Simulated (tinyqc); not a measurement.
Surface potential of a MOS transistor: implicit equation and explicit approximations: two steps of the calculation.

p-type body, charge-sheet picture, depletion and inversion only, full ionisation (an idealisation for deep acceptors), Boltzmann statistics (rough once Na exp(x - xn) passes about Nc/7). In units of Vt: xg = (Vg - Vfb)/Vt, x = psi/Vt, G = gamma/sqrt(Vt), xn = (2 phiF + Vc)/Vt. The implicit equation is (xg - x)^2 = G^2 [x - 1 + exp(x - xn)] for x above about 3. Cox = eps0 eox/tox.

Inputs (values chosen for the exercise); band and dielectric values close to those of germanium:
- T = 350 K (temperature)
- Eg = 0.665 eV (band gap)
- eps_r = 16.1 (relative permittivity)
- Nc = 1.3e19 cm^-3 (conduction-band density of states at T)
- Nv = 7.57e18 cm^-3 (valence-band density of states at T)
- eox = 25.2 (relative permittivity of the gate insulator (close to zirconium oxide))
- tox = 36 nm (insulator thickness)
- Na = 7.6e17 cm^-3 (acceptor density)
- Vfb = -0.54 V (flat-band voltage)
- Vc = 0 V (channel-body voltage)
- Vg = 0.47 V (gate-body voltage)

Constants: q = 1.602176634e-19 C, kB = 1.380649e-23 J/K, Vt = kB T/q, eps0 = 8.8541878128e-14 F/cm where lengths are in cm. Results are converted to the units shown.

Problem 1. Scales. ni = sqrt(Nc Nv) exp(-Eg/(2 Vt)), Eg in volts; phiF = Vt ln(Na/ni); gamma = sqrt(2 q eps0 eps_r Na)/Cox; VT = Vfb + Vt (xn + G sqrt(xn - 1)).

Give: phiF; gamma; G; xn; VT; xg.

Solution 1.

phiF = 0.2550 V
gamma = 0.9506 V^0.5
G = 5.474
xn = 16.91
VT = 0.6286 V
xg = 33.49

Problem 2. Explicit approximation. Depletion value a = 1 + [sqrt(G^2/4 + xg - 1) - G/2]^2; inversion value b = xn + ln[(xg - xn)^2/G^2 - xn + 1] and first guess y = min(a, b) - ln(1 + exp(-|a - b|)) if a > xn + 1, else b = y = a; one second-order correction with D = exp(y - xn), p = 2 (xg - y) + G^2 (1 + D), w = (xg - y)^2 - G^2 (y - 1 + D): z = y + 2 w/(p + sqrt(p^2 - 2 (2 - G^2 D) w)), or the Newton step z = y + w/p where the root is not real.

G = 5.4739025
xn = 16.910568
xg = 33.487324

Wanted: a; b; y; p; w; z.

Solution 2.

a = 13.859
b = 13.859
y = 13.859
p = 70.637
w = -1.4162
z = 13.839

The root of the implicit equation is x = 13.8385; y misses it by 0.020 and z by -2.7e-8, in units of Vt.

tinyqc, about 0.01 s, one thread, Intel Xeon 2.30GHz (shared host): `OMP_NUM_THREADS=1 python tinyqc.py 2122005 2122006 out.jsonl`
